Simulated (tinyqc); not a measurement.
From results back to parameters: hole subbands of a hard-walled well, four-band Luttinger model. Four cases, with inputs chosen for the exercise.

Problem. At k = 0 in a hard-walled well HHn = c (g1 - 2 g2)(n pi/L)^2 - Z0 and LHn = c (g1 + 2 g2)(n pi/L)^2 + Z0, c = hbar^2/2m0. Two spacings were computed from hidden g1 and g2.

Constants: hbar^2/2m0 = 3.80998211 eV angstrom^2.
Find: u = c (pi/L)^2; g2; g1.
Method. HH2 - HH1 = 3u (g1 - 2 g2) and LH1 - HH1 = 4 u g2 + 2 Z0.

Case 1.

Values chosen (out of a larger set: near those of GaAs; not measured data): L = 125 angstrom (well width along [001]); Z0 = -0.0407 eV (shear strain energy).

HH2 - HH1 = 20.649 meV
LH1 - HH1 = -61.570 meV

Solution.

u = c (pi/L)^2 = 2.407 meV
g2 = 2.06
g1 = 6.98

Case 2.

Values chosen (out of a larger set: near those of Si; not measured data): L = 50 angstrom (well width along [001]); Z0 = 0 eV (shear strain energy).

HH2 - HH1 = 162.445 meV
LH1 - HH1 = 20.456 meV

Solution.

u = c (pi/L)^2 = 15.041 meV
g2 = 0.34
g1 = 4.28

Case 3.

Values chosen (out of a larger set: near those of GaAs; not measured data): L = 80 angstrom (well width along [001]); Z0 = 0 eV (shear strain energy).

HH2 - HH1 = 50.412 meV
LH1 - HH1 = 48.414 meV

Solution.

u = c (pi/L)^2 = 5.875 meV
g2 = 2.06
g1 = 6.98

Case 4.

Values chosen (out of a larger set: near those of Si; not measured data): L = 145 angstrom (well width along [001]); Z0 = 0 eV (shear strain energy).

HH2 - HH1 = 19.369 meV
LH1 - HH1 = 2.432 meV

Solution.

u = c (pi/L)^2 = 1.788 meV
g2 = 0.34
g1 = 4.29

Computed by tinyqc, one run a case: `OMP_NUM_THREADS=1 python tinyqc.py N N+1 out.jsonl` with N = 1280593, 1280635, 1280695, 1280757; one thread of a shared Intel(R) Xeon(R) Processor @ 2.30GHz, about 0.1 s a run at most.
